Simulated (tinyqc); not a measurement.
Power iteration on a symmetric matrix, step by step. One step of it, computed by the program tinyqc.

Task: Step 3. w = (A - shift) v; v' = w/|w| with its largest component positive (the first on a tie); lambda = v'^T A v'.

A, lower triangle:
```
           1          2          3         4         5
1   1.184000
2  -0.481000   1.595000
3   0.757000  -0.172000   1.976000
4  -0.878000   0.468000  -0.806000  2.151000
5  -0.141000   0.204000  -0.262000  0.136000  3.337000
```

vector after step 2: -0.044021  0.281551  0.111988  0.164772  0.937603

shift = -0.010000

Give: vector after step 3; Rayleigh quotient after step 3.

Result:

vector after step 3: -0.1133  0.2153  -0.0709  0.1681  0.9526

Rayleigh quotient after step 3 = 3.5087
